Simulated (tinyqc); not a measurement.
Ways to converge the cycle: SCF convergence aids in the 6-311g basis, for H2, spin multiplicity 1. Computed by the program tinyqc with PySCF. RHF with one setting changed at a time; a run stops when the energy changes by less than 1e-09 hartree and the error matrix is below 1e-5. The start is the core Hamiltonian. Damping d keeps d of the old density; a shift (hartree) raises the virtual levels; DIIS n extrapolates F over n matrices.

Geometry (angstrom):
```
atom,x,y,z
H,0.0000,0.0000,0.0000
H,0.0000,0.0000,1.0240
```

lowest restricted solution found by these runs and by PySCF = -1.092454 hartree

Largest element of the error matrix X^T (FDS - SDF) X:
```
iteration,plain,damping 0.3,damping 0.6,shift 0.4,DIIS 3,DIIS 8
1,8.8e-02,8.8e-02,8.8e-02,8.8e-02,8.8e-02,8.8e-02
2,1.8e-02,3.9e-02,6.0e-02,3.6e-02,1.8e-02,1.8e-02
3,4.4e-03,1.7e-02,4.1e-02,1.8e-02,2.0e-03,2.0e-03
4,1.1e-03,7.5e-03,2.8e-02,9.2e-03,5.5e-05,5.5e-05
5,2.6e-04,3.3e-03,1.9e-02,4.5e-03,3.3e-07,2.4e-07
6,5.9e-05,1.6e-03,1.3e-02,2.2e-03,1.7e-11,1.2e-07
8,3.1e-06,3.6e-04,5.9e-03,4.9e-04,-,-
10,-,7.9e-05,2.7e-03,1.1e-04,-,-
14,-,3.7e-06,6.2e-04,5.6e-06,-,-
20,-,-,7.3e-05,-,-,-
30,-,-,1.9e-06,-,-,-
```

How each run ends:
```
run,iterations,E (hartree),state
plain,8,-1.09245,lowest found
damping 0.3,17,-1.09245,lowest found
damping 0.6,36,-1.09245,lowest found
shift 0.4,14,-1.09245,lowest found
DIIS 3,6,-1.09245,lowest found
DIIS 8,6,-1.09245,lowest found
```

What does the comparison show, and why?

6 of 6 runs reach the lowest restricted solution found, in 6 to 36 iterations (fastest: DIIS 3, DIIS 8). Plain steps already contract here, so damping only slows them. DIIS 3 and DIIS 8 gain by cancelling the error over several earlier matrices, much as a quasi-Newton step does.
